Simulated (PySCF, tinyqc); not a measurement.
RHF in the sto-3g basis, for BeH2, spin multiplicity 1, step by step (part 2 of 2). The lowest restricted solution is unstable here: a spin-polarised one lies 0.0006 hartree lower (PySCF). Computed by tinyqc, a small Python program that keeps every step (integrals from PySCF). Command: `OMP_NUM_THREADS=1 python tinyqc.py 20723 20724 out.jsonl` (the two numbers bound the seeds that draw the settings). One thread of a shared host (Intel(R) Xeon(R) Processor @ 2.60GHz), about 0.1 s of CPU time with the checks.

Geometry (angstrom):
```
atom         x          y         z
Be    0.000000   0.000000  0.000000
H     0.000000   1.892000  0.069000
H     0.000000  -1.892000  0.069000
```

## Populations, bond orders and dipole

D after iteration 12, lower triangle:
```
            1Be 1s    1Be 2s   1Be 2px    1Be 2py   1Be 2pz      2H 1s     3H 1s
1Be 1s    2.056875
1Be 2s   -0.222296  0.895155
1Be 2px   0.000000  0.000000  0.000000
1Be 2py   0.000000  0.000000  0.000000   0.483696
1Be 2pz  -0.003202  0.009793  0.000000   0.000000  0.000107
2H 1s    -0.172430  0.526712  0.000000   0.461597  0.005778   0.751293
3H 1s    -0.172430  0.526712  0.000000  -0.461597  0.005778  -0.129723  0.751293
```

overlap S, lower triangle:
```
           1Be 1s    1Be 2s   1Be 2px    1Be 2py   1Be 2pz     2H 1s     3H 1s
1Be 1s   1.000000
1Be 2s   0.259517  1.000000
1Be 2px  0.000000  0.000000  1.000000
1Be 2py  0.000000  0.000000  0.000000   1.000000
1Be 2pz  0.000000  0.000000  0.000000   0.000000  1.000000
2H 1s    0.020478  0.262769  0.000000   0.345522  0.012601  1.000000
3H 1s    0.020478  0.262769  0.000000  -0.345522  0.012601  0.003042  1.000000
```

Mulliken: Z minus the diagonal of D S on the atom; Loewdin: the same with S^(1/2) D S^(1/2); Mayer order: 2 sum_s sum (D(s) S)_ij (D(s) S)_ji over the two atoms.

Charges (e):
```
atom   Mulliken    Loewdin
1Be    0.090671   0.082109
2H    -0.045335  -0.041055
3H    -0.045335  -0.041055
```

Mayer bond orders:
```
pair     order
2-1   0.974845
3-1   0.974845
3-2   0.023099
```

dipole moment about the origin, x y z (debye): 0.000000  0.000000  -0.160401
